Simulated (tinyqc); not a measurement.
WKB tunnelling through a gate dielectric with a two-band (Franz) dispersion: one step. The integrals by Simpson's rule. Three cases, with inputs chosen for the exercise.

Problem. Weights 1, 4, 2, 4, 2, 4, 2, 4, 1 times a third of the spacing.

Give: integral of kappa dx.

Case 1.

kappa (1/angstrom):
```
x (angstrom)    u (eV)  parabolic     Franz
0.00000       1.590000   0.296038  0.254027
1.51429       1.391250   0.276918  0.242880
3.02857       1.192500   0.256376  0.229630
4.54286       0.993750   0.234038  0.213886
6.05714       0.795000   0.209330  0.195043
7.57143       0.596250   0.181285  0.172089
9.08571       0.397500   0.148019  0.143057
10.60000      0.198750   0.104665  0.102926
12.11429      0.000000   0.000000  0.000000
```

Solution.

integral of kappa dx: parabolic 2.378, Franz 2.179

Case 2.

kappa (1/angstrom):
```
x (angstrom)    u (eV)  parabolic     Franz
0.00000       1.390000   0.256261  0.224904
4.37500       1.340000   0.251610  0.222004
8.75000       1.290000   0.246871  0.218975
13.12500      1.240000   0.242039  0.215814
17.50000      1.190000   0.237109  0.212515
21.87500      1.140000   0.232074  0.209069
26.25000      1.090000   0.226928  0.205471
30.62500      1.040000   0.221662  0.201712
35.00000      0.990000   0.216268  0.197783
```

Solution.

integral of kappa dx: parabolic 8.289, Franz 7.424

Case 3.

kappa (1/angstrom):
```
x (angstrom)    u (eV)  parabolic     Franz
0.00000       3.040000   0.650299  0.528591
3.68824       2.660000   0.608299  0.510074
7.37647       2.280000   0.563176  0.486271
11.06471      1.900000   0.514107  0.456354
14.75294      1.520000   0.459831  0.419016
18.44118      1.140000   0.398225  0.372030
22.12941      0.760000   0.325150  0.311054
25.81765      0.380000   0.229916  0.224987
29.50588      0.000000   0.000000  0.000000
```

Solution.

integral of kappa dx: parabolic 12.723, Franz 11.329

Computed by tinyqc, one run a case: `OMP_NUM_THREADS=1 python tinyqc.py N N+1 out.jsonl` with N = 1481718, 1481740, 1481897; one thread of a shared Intel(R) Xeon(R) Processor @ 2.30GHz, about 0.01 s a run at most.
